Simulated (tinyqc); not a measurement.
Inside a calculation (part 2 of 2). Method: UHF in the sto-3g basis, for BeH, spin multiplicity 2. Computed by tinyqc, a small Python program that keeps every step (integrals from PySCF). Command: `OMP_NUM_THREADS=1 python tinyqc.py 23780 23781 out.jsonl` (the two numbers bound the seeds that draw the settings). One thread of a shared host (Intel(R) Xeon(R) Processor @ 2.60GHz), about 0.1 s of CPU time with the checks.

Geometry (angstrom):
```
atom         x         y         z
Be    0.000000  0.000000  0.000000
H     0.000000  0.000000  2.164000
```

## Iteration 3: building the Fock matrix

D(alpha) after iteration 2, order 1Be 1s, 1Be 2s, 1Be 2px, 1Be 2py, 1Be 2pz, 2H 1s:
$$\begin{pmatrix}
1.069963 & -0.271167 & 0.000000 & 0.000000 & 0.051768 & 0.011499 \\
-0.271167 & 1.052888 & 0.000000 & 0.000000 & -0.192613 & -0.087987 \\
0.000000 & 0.000000 & 0.000000 & 0.000000 & 0.000000 & 0.000000 \\
0.000000 & 0.000000 & 0.000000 & 0.000000 & 0.000000 & 0.000000 \\
0.051768 & -0.192613 & 0.000000 & 0.000000 & 0.096602 & 0.240435 \\
0.011499 & -0.087987 & 0.000000 & 0.000000 & 0.240435 & 0.827843
\end{pmatrix}$$

D(beta) after iteration 2, order 1Be 1s, 1Be 2s, 1Be 2px, 1Be 2py, 1Be 2pz, 2H 1s:
$$\begin{pmatrix}
1.053944 & -0.211038 & 0.000000 & 0.000000 & -0.035561 & -0.081157 \\
-0.211038 & 0.826822 & 0.000000 & 0.000000 & 0.125747 & 0.268610 \\
0.000000 & 0.000000 & 0.000000 & 0.000000 & 0.000000 & 0.000000 \\
0.000000 & 0.000000 & 0.000000 & 0.000000 & 0.000000 & 0.000000 \\
-0.035561 & 0.125747 & 0.000000 & 0.000000 & 0.019136 & 0.040895 \\
-0.081157 & 0.268610 & 0.000000 & 0.000000 & 0.040895 & 0.087422
\end{pmatrix}$$

core Hamiltonian H = T + V (hartree), order 1Be 1s, 1Be 2s, 1Be 2px, 1Be 2py, 1Be 2pz, 2H 1s:
$$\begin{pmatrix}
-8.111654 & -1.995719 & 0.000000 & 0.000000 & -0.006902 & -0.084657 \\
-1.995719 & -2.345477 & 0.000000 & 0.000000 & -0.072705 & -0.395386 \\
0.000000 & 0.000000 & -1.862169 & 0.000000 & 0.000000 & 0.000000 \\
0.000000 & 0.000000 & 0.000000 & -1.862169 & 0.000000 & 0.000000 \\
-0.006902 & -0.072705 & 0.000000 & 0.000000 & -1.907502 & -0.506067 \\
-0.084657 & -0.395386 & 0.000000 & 0.000000 & -0.506067 & -1.444578
\end{pmatrix}$$

Two-electron integrals (ij|kl) in chemists' order, unique and non-zero (hartree):
```
(11|11) 2.298831   (21|11) 0.392036   (21|21) 0.079539   (22|11) 0.570988
(22|21) 0.143041   (22|22) 0.417683   (31|31) 0.014607   (32|31) 0.021888
(32|32) 0.092265   (33|11) 0.569578   (33|21) 0.143083   (33|22) 0.417589
(33|33) 0.449859   (41|41) 0.014607   (42|41) 0.021888   (42|42) 0.092265
(43|43) 0.024249   (44|11) 0.569578   (44|21) 0.143083   (44|22) 0.417589
(44|33) 0.401360   (44|44) 0.449859   (51|51) 0.014607   (52|51) 0.021888
(52|52) 0.092265   (53|53) 0.024249   (54|54) 0.024249   (55|11) 0.569578
(55|21) 0.143083   (55|22) 0.417589   (55|33) 0.401360   (55|44) 0.401360
(55|55) 0.449859   (61|11) 0.015923   (61|21) 0.003241   (61|22) 0.005917
(61|33) 0.005876   (61|44) 0.005876   (61|51) 0.000325   (61|52) 0.000610
(61|55) 0.006002   (61|61) 0.000140   (62|11) 0.068836   (62|21) 0.017657
(62|22) 0.060540   (62|33) 0.057979   (62|44) 0.057979   (62|51) 0.002210
(62|52) 0.016340   (62|55) 0.065592   (62|61) 0.000807   (62|62) 0.017221
(63|31) 0.001148   (63|32) 0.006276   (63|53) 0.002437   (63|63) 0.001070
(64|41) 0.001148   (64|42) 0.006276   (64|54) 0.002437   (64|64) 0.001070
(65|11) 0.087386   (65|21) 0.022574   (65|22) 0.080000   (65|33) 0.075636
(65|44) 0.075636   (65|51) 0.003400   (65|52) 0.024830   (65|55) 0.088631
(65|61) 0.001054   (65|62) 0.025006   (65|65) 0.036681   (66|11) 0.244486
(66|21) 0.063437   (66|22) 0.241380   (66|33) 0.227739   (66|44) 0.227739
(66|51) 0.006873   (66|52) 0.069575   (66|55) 0.268250   (66|61) 0.002881
(66|62) 0.097792   (66|65) 0.147449   (66|66) 0.774606
```

nuclear repulsion = 0.97814642 hartree

J_ij = sum D_kl (ij|kl) with D = D(alpha) + D(beta), K_ij = sum D_kl (ik|jl) for each spin; F = H + J - K(s); E = tr D H + tr D J / 2 - 0.5 sum_s tr D(s) K(s) + E_nn.

Coulomb J (hartree), order 1Be 1s, 1Be 2s, 1Be 2px, 1Be 2py, 1Be 2pz, 2H 1s:
$$\begin{pmatrix}
5.939218 & 1.118067 & 0.000000 & 0.000000 & 0.006503 & 0.045940 \\
1.118067 & 2.195215 & 0.000000 & 0.000000 & 0.071839 & 0.358131 \\
0.000000 & 0.000000 & 2.174265 & 0.000000 & 0.000000 & 0.000000 \\
0.000000 & 0.000000 & 0.000000 & 2.174265 & 0.000000 & 0.000000 \\
0.006503 & 0.071839 & 0.000000 & 0.000000 & 2.227001 & 0.485734 \\
0.045940 & 0.358131 & 0.000000 & 0.000000 & 0.485734 & 1.760635
\end{pmatrix}$$

exchange K(alpha) (hartree), order 1Be 1s, 1Be 2s, 1Be 2px, 1Be 2py, 1Be 2pz, 2H 1s:
$$\begin{pmatrix}
2.332273 & 0.395885 & 0.000000 & 0.000000 & 0.000568 & 0.017630 \\
0.395885 & 0.468080 & 0.000000 & 0.000000 & -0.055415 & 0.127541 \\
0.000000 & 0.000000 & 0.104225 & 0.000000 & 0.000000 & 0.000000 \\
0.000000 & 0.000000 & 0.000000 & 0.104225 & 0.000000 & 0.000000 \\
0.000568 & -0.055415 & 0.000000 & 0.000000 & 0.213055 & 0.195569 \\
0.017630 & 0.127541 & 0.000000 & 0.000000 & 0.195569 & 0.706876
\end{pmatrix}$$

exchange K(beta) (hartree), order 1Be 1s, 1Be 2s, 1Be 2px, 1Be 2py, 1Be 2pz, 2H 1s:
$$\begin{pmatrix}
2.322608 & 0.395255 & 0.000000 & 0.000000 & -0.000444 & 0.014212 \\
0.395255 & 0.403069 & 0.000000 & 0.000000 & 0.087997 & 0.136927 \\
0.000000 & 0.000000 & 0.086385 & 0.000000 & 0.000000 & 0.000000 \\
0.000000 & 0.000000 & 0.000000 & 0.086385 & 0.000000 & 0.000000 \\
-0.000444 & 0.087997 & 0.000000 & 0.000000 & 0.114295 & 0.076112 \\
0.014212 & 0.136927 & 0.000000 & 0.000000 & 0.076112 & 0.152807
\end{pmatrix}$$

F(alpha) (hartree), order 1Be 1s, 1Be 2s, 1Be 2px, 1Be 2py, 1Be 2pz, 2H 1s:
$$\begin{pmatrix}
-4.504708 & -1.273537 & 0.000000 & 0.000000 & -0.000966 & -0.056347 \\
-1.273537 & -0.618342 & 0.000000 & 0.000000 & 0.054549 & -0.164796 \\
0.000000 & 0.000000 & 0.207872 & 0.000000 & 0.000000 & 0.000000 \\
0.000000 & 0.000000 & 0.000000 & 0.207872 & 0.000000 & 0.000000 \\
-0.000966 & 0.054549 & 0.000000 & 0.000000 & 0.106444 & -0.215901 \\
-0.056347 & -0.164796 & 0.000000 & 0.000000 & -0.215901 & -0.390819
\end{pmatrix}$$

F(beta) (hartree), order 1Be 1s, 1Be 2s, 1Be 2px, 1Be 2py, 1Be 2pz, 2H 1s:
$$\begin{pmatrix}
-4.495044 & -1.272908 & 0.000000 & 0.000000 & 0.000045 & -0.052929 \\
-1.272908 & -0.553332 & 0.000000 & 0.000000 & -0.088863 & -0.174182 \\
0.000000 & 0.000000 & 0.225711 & 0.000000 & 0.000000 & 0.000000 \\
0.000000 & 0.000000 & 0.000000 & 0.225711 & 0.000000 & 0.000000 \\
0.000045 & -0.088863 & 0.000000 & 0.000000 & 0.205204 & -0.096444 \\
-0.052929 & -0.174182 & 0.000000 & 0.000000 & -0.096444 & 0.163250
\end{pmatrix}$$

total energy of this density = -14.82547966 hartree

## Iteration 3: diagonalisation and new density

X, order 1Be 1s, 1Be 2s, 1Be 2px, 1Be 2py, 1Be 2pz, 2H 1s:
$$\begin{pmatrix}
1.027039 & -0.138160 & 0.000000 & 0.000000 & -0.003485 & 0.015140 \\
-0.138160 & 1.042561 & 0.000000 & 0.000000 & 0.021265 & -0.105709 \\
0.000000 & 0.000000 & 1.000000 & 0.000000 & 0.000000 & 0.000000 \\
0.000000 & 0.000000 & 0.000000 & 1.000000 & 0.000000 & 0.000000 \\
-0.003485 & 0.021265 & 0.000000 & 0.000000 & 1.028284 & -0.141419 \\
0.015140 & -0.105709 & 0.000000 & 0.000000 & -0.141419 & 1.043521
\end{pmatrix}$$

Diagonalise F' = X^T F X, C = X C', fill 3 alpha and 2 beta electrons from the bottom; D(s) = C_occ C_occ^T. Each column has its largest component positive (the first on a tie).

F' = X^T F X (alpha) (hartree):
$$\begin{pmatrix}
-4.403057 & -0.658368 & 0.000000 & 0.000000 & -0.017359 & 0.021823 \\
-0.658368 & -0.357448 & 0.000000 & 0.000000 & 0.095281 & -0.107459 \\
0.000000 & 0.000000 & 0.207872 & 0.000000 & 0.000000 & 0.000000 \\
0.000000 & 0.000000 & 0.000000 & 0.207872 & 0.000000 & 0.000000 \\
-0.017359 & 0.095281 & 0.000000 & 0.000000 & 0.170709 & -0.204947 \\
0.021823 & -0.107459 & 0.000000 & 0.000000 & -0.204947 & -0.327379
\end{pmatrix}$$

orbital energies (alpha) (hartree): MO1 -4.507507, MO2 -0.432769, MO3 -0.252582, MO4 0.207872, MO5 0.207872, MO6 0.275683

coefficients C (alpha), order 1Be 1s, 1Be 2s, 1Be 2px, 1Be 2py, 1Be 2pz, 2H 1s:
$$\begin{pmatrix}
0.992699 & -0.108907 & -0.265326 & 0.000000 & 0.000000 & -0.080174 \\
0.026982 & 0.344298 & 0.950806 & 0.000000 & 0.000000 & 0.307158 \\
0.000000 & 0.000000 & 0.000000 & 0.029191 & 0.999574 & 0.000000 \\
0.000000 & 0.000000 & 0.000000 & 0.999574 & -0.029191 & 0.000000 \\
0.000484 & 0.124099 & -0.300886 & 0.000000 & 0.000000 & 0.985849 \\
-0.002822 & 0.842570 & -0.374375 & 0.000000 & 0.000000 & -0.519855
\end{pmatrix}$$

F' = X^T F X (beta) (hartree):
$$\begin{pmatrix}
-4.391685 & -0.668927 & 0.000000 & 0.000000 & 0.003578 & 0.032996 \\
-0.668927 & -0.285280 & 0.000000 & 0.000000 & -0.058659 & -0.160932 \\
0.000000 & 0.000000 & 0.225711 & 0.000000 & 0.000000 & 0.000000 \\
0.000000 & 0.000000 & 0.000000 & 0.225711 & 0.000000 & 0.000000 \\
0.003578 & -0.058659 & 0.000000 & 0.000000 & 0.245283 & -0.154983 \\
0.032996 & -0.160932 & 0.000000 & 0.000000 & -0.154983 & 0.241297
\end{pmatrix}$$

orbital energies (beta) (hartree): MO1 -4.497922, MO2 -0.259077, MO3 0.157675, MO4 0.225711, MO5 0.225711, MO6 0.408940

coefficients C (beta), order 1Be 1s, 1Be 2s, 1Be 2px, 1Be 2py, 1Be 2pz, 2H 1s:
$$\begin{pmatrix}
0.992647 & -0.264357 & 0.124759 & 0.000000 & 0.000000 & 0.057800 \\
0.027190 & 0.918281 & -0.463631 & 0.000000 & 0.000000 & -0.242311 \\
0.000000 & 0.000000 & 0.000000 & -0.380031 & 0.924974 & 0.000000 \\
0.000000 & 0.000000 & 0.000000 & 0.924974 & 0.380031 & 0.000000 \\
0.001283 & 0.191110 & 0.657977 & 0.000000 & 0.000000 & -0.779983 \\
-0.003363 & 0.252710 & 0.525188 & 0.000000 & 0.000000 & 0.883540
\end{pmatrix}$$

D(alpha) after iteration 3, order 1Be 1s, 1Be 2s, 1Be 2px, 1Be 2py, 1Be 2pz, 2H 1s:
$$\begin{pmatrix}
1.067710 & -0.262985 & 0.000000 & 0.000000 & 0.066798 & 0.004768 \\
-0.262985 & 1.023302 & 0.000000 & 0.000000 & -0.243345 & -0.065939 \\
0.000000 & 0.000000 & 0.000000 & 0.000000 & 0.000000 & 0.000000 \\
0.000000 & 0.000000 & 0.000000 & 0.000000 & 0.000000 & 0.000000 \\
0.066798 & -0.243345 & 0.000000 & 0.000000 & 0.105933 & 0.217205 \\
0.004768 & -0.065939 & 0.000000 & 0.000000 & 0.217205 & 0.850089
\end{pmatrix}$$

D(beta) after iteration 3, order 1Be 1s, 1Be 2s, 1Be 2px, 1Be 2py, 1Be 2pz, 2H 1s:
$$\begin{pmatrix}
1.055233 & -0.215763 & 0.000000 & 0.000000 & -0.049248 & -0.070144 \\
-0.215763 & 0.843979 & 0.000000 & 0.000000 & 0.175528 & 0.231968 \\
0.000000 & 0.000000 & 0.000000 & 0.000000 & 0.000000 & 0.000000 \\
0.000000 & 0.000000 & 0.000000 & 0.000000 & 0.000000 & 0.000000 \\
-0.049248 & 0.175528 & 0.000000 & 0.000000 & 0.036525 & 0.048291 \\
-0.070144 & 0.231968 & 0.000000 & 0.000000 & 0.048291 & 0.063874
\end{pmatrix}$$

Within a degenerate level the vectors are fixed only up to a rotation; this is one choice.

## Iteration 29 (converged): orbitals

converged F(alpha) (hartree), order 1Be 1s, 1Be 2s, 1Be 2px, 1Be 2py, 1Be 2pz, 2H 1s:
$$\begin{pmatrix}
-4.499164 & -1.275089 & 0.000000 & 0.000000 & -0.000917 & -0.055826 \\
-1.275089 & -0.586318 & 0.000000 & 0.000000 & 0.129507 & -0.162089 \\
0.000000 & 0.000000 & 0.215224 & 0.000000 & 0.000000 & 0.000000 \\
0.000000 & 0.000000 & 0.000000 & 0.215224 & 0.000000 & 0.000000 \\
-0.000917 & 0.129507 & 0.000000 & 0.000000 & 0.093725 & -0.199972 \\
-0.055826 & -0.162089 & 0.000000 & 0.000000 & -0.199972 & -0.411218
\end{pmatrix}$$

converged F(beta) (hartree), order 1Be 1s, 1Be 2s, 1Be 2px, 1Be 2py, 1Be 2pz, 2H 1s:
$$\begin{pmatrix}
-4.492827 & -1.274450 & 0.000000 & 0.000000 & -0.000406 & -0.054034 \\
-1.274450 & -0.535576 & 0.000000 & 0.000000 & -0.164451 & -0.169815 \\
0.000000 & 0.000000 & 0.227441 & 0.000000 & 0.000000 & 0.000000 \\
0.000000 & 0.000000 & 0.000000 & 0.227441 & 0.000000 & 0.000000 \\
-0.000406 & -0.164451 & 0.000000 & 0.000000 & 0.172605 & -0.115402 \\
-0.054034 & -0.169815 & 0.000000 & 0.000000 & -0.115402 & 0.191000
\end{pmatrix}$$

As before.

F' = X^T F X (alpha) (hartree):
$$\begin{pmatrix}
-4.396087 & -0.665881 & 0.000000 & 0.000000 & -0.027787 & 0.023777 \\
-0.665881 & -0.319650 & 0.000000 & 0.000000 & 0.173632 & -0.116488 \\
0.000000 & 0.000000 & 0.215224 & 0.000000 & 0.000000 & 0.000000 \\
0.000000 & 0.000000 & 0.000000 & 0.215224 & 0.000000 & 0.000000 \\
-0.027787 & 0.173632 & 0.000000 & 0.000000 & 0.155497 & -0.191025 \\
0.023777 & -0.116488 & 0.000000 & 0.000000 & -0.191025 & -0.352523
\end{pmatrix}$$

orbital energies (alpha) (hartree): MO1 -4.502107, MO2 -0.436679, MO3 -0.275171, MO4 0.215224, MO5 0.215224, MO6 0.301194

coefficients C (alpha), order 1Be 1s, 1Be 2s, 1Be 2px, 1Be 2py, 1Be 2pz, 2H 1s:
$$\begin{pmatrix}
0.992533 & -0.085292 & -0.259959 & 0.000000 & 0.000000 & -0.119012 \\
0.027574 & 0.258697 & 0.923822 & 0.000000 & 0.000000 & 0.443301 \\
0.000000 & 0.000000 & 0.000000 & -0.471528 & 0.881851 & 0.000000 \\
0.000000 & 0.000000 & 0.000000 & 0.881851 & 0.471528 & 0.000000 \\
0.000057 & 0.080339 & -0.413466 & 0.000000 & 0.000000 & 0.948907 \\
-0.002963 & 0.897717 & -0.256160 & 0.000000 & 0.000000 & -0.498815
\end{pmatrix}$$

F' = X^T F X (beta) (hartree):
$$\begin{pmatrix}
-4.388684 & -0.672794 & 0.000000 & 0.000000 & 0.013751 & 0.030732 \\
-0.672794 & -0.269456 & 0.000000 & 0.000000 & -0.138114 & -0.150342 \\
0.000000 & 0.000000 & 0.227441 & 0.000000 & 0.000000 & 0.000000 \\
0.000000 & 0.000000 & 0.000000 & 0.227441 & 0.000000 & 0.000000 \\
0.013751 & -0.138114 & 0.000000 & 0.000000 & 0.213561 & -0.166495 \\
0.030732 & -0.150342 & 0.000000 & 0.000000 & -0.166495 & 0.273406
\end{pmatrix}$$

orbital energies (beta) (hartree): MO1 -4.495810, MO2 -0.281298, MO3 0.191450, MO4 0.227441, MO5 0.227441, MO6 0.414485

coefficients C (beta), order 1Be 1s, 1Be 2s, 1Be 2px, 1Be 2py, 1Be 2pz, 2H 1s:
$$\begin{pmatrix}
0.992517 & -0.254175 & 0.152389 & 0.000000 & 0.000000 & 0.034952 \\
0.027645 & 0.881565 & -0.559689 & 0.000000 & 0.000000 & -0.162709 \\
0.000000 & 0.000000 & 0.000000 & -0.250147 & 0.968208 & 0.000000 \\
0.000000 & 0.000000 & 0.000000 & 0.968208 & 0.250147 & 0.000000 \\
0.001819 & 0.339080 & 0.643323 & 0.000000 & 0.000000 & -0.740938 \\
-0.003312 & 0.219058 & 0.481458 & 0.000000 & 0.000000 & 0.916810
\end{pmatrix}$$

D(alpha) after iteration 29, order 1Be 1s, 1Be 2s, 1Be 2px, 1Be 2py, 1Be 2pz, 2H 1s:
$$\begin{pmatrix}
1.059974 & -0.234853 & 0.000000 & 0.000000 & 0.100689 & -0.012918 \\
-0.234853 & 0.921132 & 0.000000 & 0.000000 & -0.361184 & -0.004492 \\
0.000000 & 0.000000 & 0.000000 & 0.000000 & 0.000000 & 0.000000 \\
0.000000 & 0.000000 & 0.000000 & 0.000000 & 0.000000 & 0.000000 \\
0.100689 & -0.361184 & 0.000000 & 0.000000 & 0.177409 & 0.178035 \\
-0.012918 & -0.004492 & 0.000000 & 0.000000 & 0.178035 & 0.871522
\end{pmatrix}$$

D(beta) after iteration 29, order 1Be 1s, 1Be 2s, 1Be 2px, 1Be 2py, 1Be 2pz, 2H 1s:
$$\begin{pmatrix}
1.049694 & -0.196634 & 0.000000 & 0.000000 & -0.084380 & -0.058967 \\
-0.196634 & 0.777922 & 0.000000 & 0.000000 & 0.298971 & 0.193022 \\
0.000000 & 0.000000 & 0.000000 & 0.000000 & 0.000000 & 0.000000 \\
0.000000 & 0.000000 & 0.000000 & 0.000000 & 0.000000 & 0.000000 \\
-0.084380 & 0.298971 & 0.000000 & 0.000000 & 0.114979 & 0.074272 \\
-0.058967 & 0.193022 & 0.000000 & 0.000000 & 0.074272 & 0.047997
\end{pmatrix}$$

Within a degenerate level the vectors are fixed only up to a rotation; this is one choice.

## Convergence

Stop when the energy changes by less than 1e-09 hartree and every element of the error matrix X^T (F D S - S D F) X (for each spin) is below 9e-06.

Course of the cycle:
```
iteration   E (hartree)     change  largest element of the error matrix
1          -14.88317835          -                             5.38e-02
2          -14.80672976   7.64e-02                             5.48e-02
3          -14.82547966  -1.87e-02                             2.75e-02
4          -14.83282321  -7.34e-03                             2.01e-02
5          -14.83633569  -3.51e-03                             1.49e-02
6          -14.83808940  -1.75e-03                             1.10e-02
7          -14.83899641  -9.07e-04                             8.19e-03
8          -14.83947434  -4.78e-04                             6.02e-03
9          -14.83972754  -2.53e-04                             4.39e-03
10         -14.83986152  -1.34e-04                             3.18e-03
11         -14.83993217  -7.07e-05                             2.29e-03
12         -14.83996930  -3.71e-05                             1.65e-03
13         -14.83998876  -1.95e-05                             1.18e-03
14         -14.83999893  -1.02e-05                             8.48e-04
15         -14.84000424  -5.31e-06                             6.08e-04
16         -14.84000701  -2.77e-06                             4.36e-04
17         -14.84000846  -1.45e-06                             3.13e-04
18         -14.84000921  -7.54e-07                             2.25e-04
19         -14.84000961  -3.93e-07                             1.61e-04
20         -14.84000981  -2.05e-07                             1.16e-04
21         -14.84000992  -1.07e-07                             8.32e-05
22         -14.84000997  -5.56e-08                             5.99e-05
23         -14.84001000  -2.90e-08                             4.31e-05
24         -14.84001002  -1.51e-08                             3.10e-05
25         -14.84001002  -7.86e-09                             2.23e-05
26         -14.84001003  -4.10e-09                             1.61e-05
27         -14.84001003  -2.13e-09                             1.16e-05
28         -14.84001003  -1.11e-09                             8.35e-06
29         -14.84001003  -5.79e-10                             6.02e-06
```

PySCF UHF in the same basis, after a stability check = -14.84001003 hartree

Converged in 29 iterations.

## Populations, bond orders and dipole

overlap S, order 1Be 1s, 1Be 2s, 1Be 2px, 1Be 2py, 1Be 2pz, 2H 1s:
$$\begin{pmatrix}
1.000000 & 0.259517 & 0.000000 & 0.000000 & 0.000000 & 0.010804 \\
0.259517 & 1.000000 & 0.000000 & 0.000000 & 0.000000 & 0.190624 \\
0.000000 & 0.000000 & 1.000000 & 0.000000 & 0.000000 & 0.000000 \\
0.000000 & 0.000000 & 0.000000 & 1.000000 & 0.000000 & 0.000000 \\
0.000000 & 0.000000 & 0.000000 & 0.000000 & 1.000000 & 0.263576 \\
0.010804 & 0.190624 & 0.000000 & 0.000000 & 0.263576 & 1.000000
\end{pmatrix}$$

Mulliken: Z minus the diagonal of D S on the atom; Loewdin: the same with S^(1/2) D S^(1/2); Mayer order: 2 sum_s sum (D(s) S)_ij (D(s) S)_ji over the two atoms.

Charges (e):
```
atom   Mulliken    Loewdin  Mulliken spin
1Be    0.021183   0.016916       0.186279
2H    -0.021183  -0.016916       0.813721
```

Mayer bond orders:
```
pair     order
2-1   0.337410
```

dipole moment about the origin, x y z (debye): [0.000000, 0.000000, -0.312510]

<S^2> of the determinant (pure state: 0.75) = 1.023582
